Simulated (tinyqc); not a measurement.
## Surface Green function of a two-leg ladder, Sancho-Rubio decimation: effect of the broadening

A semi-infinite lead of cells 0, 1, 2, ... with H0 inside a cell and H1 = <cell i|H|cell i + 1>. One rung (site 1 on leg a, site 2 on leg b) is a cell; all hoppings enter with a minus sign. z = E + i eta.

Start with e_s = e = H0, a = H1, b = H1^dagger. Each round: g = (z - e)^(-1); e_s <- e_s + a g b; e <- e + a g b + b g a; a <- a g a; b <- b g b (all with the old a, b). Round k joins cells 2^k apart. Stop when the largest entry of the matrices a and b is below 1e-12 eV; g_s = (z - e_s)^(-1), bulk (z - e)^(-1), density of states -Im Tr/pi. The last column counts the steps of the plain recursion g <- (z - H0 - H1 g H1^dagger)^(-1), one cell a step from g = (z - H0)^(-1), until no entry changes by more than 1e-8 1/eV.

Inputs (values chosen for the exercise): energy E = -2.05 eV.

H0 (eV):
```
	1	2
1	0	-0.71
2	-0.71	0.47
```

H1 (eV):
```
	1	2
1	-1	0
2	0	-0.52
```

Effect of the broadening:
```
eta (eV)	rounds	surface density of states (1/eV)	plain steps
0.3	7	0.1572	31
0.1	9	0.1613	84
0.04	10	0.1661	209
0.02	11	0.1682	417
0.01	12	0.1694	834
0.004	13	0.1702	2087
```

What does the comparison show?

The rounds go from 7 to 13 and the plain steps from 31 to 2087. Inside a band the plain recursion needs a number of steps that grows as 1/eta, the decimation only as log2(1/eta). The density of states tends to 0.1707 1/eV as eta goes to zero; the first row is 7.9 % below that and the last 0.31 % below it.

Computed by the program tinyqc: `OMP_NUM_THREADS=1 python tinyqc.py 2680031 2680032 out.jsonl`, one thread of a shared Intel Xeon 2.30GHz, about 0.04 s for the whole run.
